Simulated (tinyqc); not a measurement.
Gap voltage and exponent from three temperatures.

Inverse problem. At constant current VBE(T) = Vg0 - a T - eta (kB T/q) ln T, where a is a constant. Find Vg0, eta and dVBE/dT at the middle temperature.

Constants: q = 1.602176634e-19 C, kB = 1.380649e-23 J/K. Results are converted to the units shown.

T (K): [233, 300, 390]
VBE at a constant current (V): [0.7210115251, 0.5574811359, 0.3292105140]

Solution. The relation is linear in Vg0, a and eta, so three points give a linear system; the slope is (VBE - Vg0 - eta kB T/q)/T. eta rests on the curvature of VBE(T) alone, so real fits need accuracy of some tens of microvolts or better.

Vg0 = 1.19 V
eta = 4.30
dVBE/dT = -2.49 mV/K

Computed by the program tinyqc: `OMP_NUM_THREADS=1 python tinyqc.py 2062025 2062026 out.jsonl`, one thread of a shared Intel Xeon 2.30GHz, about 0.02 s for the whole run.
